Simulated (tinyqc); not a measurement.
# Changing the temperature T

Model: Cabrera-Mott growth of a thin oxide under its own electric field. Computed by tinyqc, a small Python program. Command: `OMP_NUM_THREADS=1 python tinyqc.py 3018391 3018392 out.jsonl cabrera sweep`. One thread of a shared host (Intel(R) Xeon(R) Processor @ 2.30GHz), about 0.03 s of CPU time with the checks.

Electrons cross the film freely and set a fixed potential V across it; the field V/x lowers the barrier for ions entering the oxide.

Inputs (values chosen for the exercise, for a model metal):
```
quantity,value,unit
barrier W,1.18,eV
Mott potential V,1.3,V
ion charge number z,3,-
half jump distance b,2.1,angstrom
prefactor u0 = N Omega nu,8.2e+13,angstrom/s
starting thickness x0,9.9,angstrom
time t,590,s
```

Backward hops: ignored.

Constants: k_B = 8.617333262e-05 eV/K.

Method. u = u0 exp(-W/(k_B T)), X1 = z b V/(k_B T) with V in volts and k_B T in eV; dx/dt = u exp(X1/x). t(x) = int_(x0)^x dx / (dx/dt) by Gauss-Legendre quadrature (80 points on each side of (x0 + 2 x)/3), solved for x.

One run for each value:
```
temperature T (K),thickness x (angstrom),field at time t (MV/cm),rate at time t (angstrom/s)
200,1.6170e+01,8.0394e+00,8.7487e-04
250,2.2940e+01,5.6669e+00,2.1047e-03
300,3.7237e+01,3.4911e+00,6.1027e-03
350,7.8981e+01,1.6460e+00,2.6045e-02
400,3.1015e+02,4.1915e-01,2.3943e-01
450,3.6429e+03,3.5686e-02,5.2914e+00
500,6.2955e+04,2.0650e-03,1.0501e+02
550,7.4634e+05,1.7418e-04,1.2627e+03
```

Over the rows, thickness x (angstrom) rises from 16.2 to 746000 (exponent d ln y / d ln x 1.6 between the first rows and 26 between the last); field at time t (MV/cm) falls from 8.04 to 1.74e-4 (exponent d ln y / d ln x -1.6 between the first rows and -26 between the last); rate at time t (angstrom/s) rises from 8.75e-4 to 1260 (exponent d ln y / d ln x 3.9 between the first rows and 26 between the last). While x is well below X1, growth stalls where z b V/x has fallen to about W - k_B T ln(u0 t X1/x^2); heat closes that gap, so the film thickens slowly at first and steeply once W/(k_B T) nears that logarithm. Left out: 600 (the run failed its checks).

Caution (all rows): the starting field or rate is formal: the first layers form as fast as oxygen arrives. Caution (rows 400, 450, 500, 550): electrons tunnel only through a few nanometres, so beyond about 10 nm a fixed Mott potential is doubtful. Caution (rows 400, 450, 500, 550): X1/x is small, so backward hops, left out here, would cut the rate.
